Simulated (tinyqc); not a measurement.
MOSFET in the linear regime without short-channel effects, parameter extraction from computed curves: one step of the calculation.

Inversion charge Q = Cox n Vt W0(exp((Vg - VT)/(n Vt))), W0 the Lambert function and n = nf; u = Q/Cox; mobility mu = mu0/(1 + th1 u + th2 u^2); channel resistance Rch = (L - dL)/(W mu Q); Id = Vd/(Rch + Rsd/W). Cox = eps0 eox/tox. Small Vd, no channel-length or drain effects.

Question. Transfer curve. u, mu, Rch and Id as defined.

Parameters, values chosen for the exercise; channel values of the order met in silicon transistors: temperature T = 77 K; relative permittivity of the gate insulator (close to hafnium oxide) eox = 22.5; insulator thickness tox = 21 nm; low-field mobility mu0 = 270 cm^2/(V s); first mobility attenuation factor th1 = 0.23 1/V; second mobility attenuation factor th2 = 0 1/V^2; threshold voltage VT = 0.28 V; body factor nf = 1.4; gate width W = 0.5 um; drawn gate length L = 0.066 um; drawn less effective length dL = 0.005 um; source plus drain resistance Rsd = 120 ohm um; drain voltage Vd = 0.02 V.

Constants: q = 1.602176634e-19 C, kB = 1.380649e-23 J/K, Vt = kB T/q, eps0 = 8.8541878128e-14 F/cm where lengths are in cm. Results are converted to the units shown.

```
point,Vg (V)
0,0.04
1,0.16
2,0.28
3,0.4
4,0.52
5,0.64
6,0.76
7,0.88
8,1
9,1.12
10,1.24
```

Find: u; mu; Rch; Id.

Answer.

```
point,u (V),mu (cm^2/(V s)),Rch (ohm),Id (uA)
0,5.5938e-14,270.00,8.5149e15,2.3488e-12
1,2.2795e-8,270.00,2.0895e10,9.5718e-7
2,0.0052685,269.67,90516,0.22037
3,0.098103,264.04,4964.7,3.8427
4,0.21099,257.50,2367.0,7.6716
5,0.32692,251.12,1566.5,11.071
6,0.44408,244.98,1182.1,14.063
7,0.56189,239.10,957.23,16.705
8,0.68012,233.48,809.88,19.050
9,0.79862,228.10,705.96,21.143
10,0.91734,222.96,628.77,23.021
```

Computed by the program tinyqc: `OMP_NUM_THREADS=1 python tinyqc.py 2210128 2210129 out.jsonl`, one thread of a shared Intel Xeon 2.30GHz, about 0.01 s for the whole run.
